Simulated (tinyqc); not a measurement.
X-ray reflectivity of a thin film on silicon: critical angles, Parratt recursion, fringes and roughness: one step, computed by the program tinyqc.

n = 1 - delta + i beta; the classical electron radius is r_e = 2.8179403e-6 nm. Layer 0 is vacuum, 1 the film, 2 the substrate.

Question. Optical constants. delta = r_e lambda^2 rho_e/(2 pi), rho_e = density x electrons per mass x N_A; critical angle sqrt(2 delta), q_c = 4 sqrt(pi r_e rho_e).

Inputs (values chosen for the exercise, modelled on Si3N4 on silicon, copper K-alpha radiation):

| quantity | value | unit |
|---|---|---|
| wavelength lambda | 0.15406 | nm |
| film density rho | 2.73 | g/cm^3 |
| effective electrons per unit mass, film | 0.497 | mol/g |
| beta/delta, film | 0.016 | - |
| substrate density | 2.33 | g/cm^3 |
| effective electrons per unit mass, substrate | 0.507 | mol/g |
| beta/delta, substrate | 0.023 | - |

Constants: N_A = 6.02214076e+23 1/mol.

Give: the table «Constants» with the columns rho_e (1/nm^3), delta, beta, critical angle (degrees), q_c (1/nm), for layer = film, substrate.

Answer.

Constants:

| layer | rho_e (1/nm^3) | delta | beta | critical angle (degrees) | q_c (1/nm) |
|---|---|---|---|---|---|
| film | 817.1 | 8.698e-06 | 1.392e-07 | 0.2390 | 0.3402 |
| substrate | 711.4 | 7.573e-06 | 1.742e-07 | 0.2230 | 0.3174 |
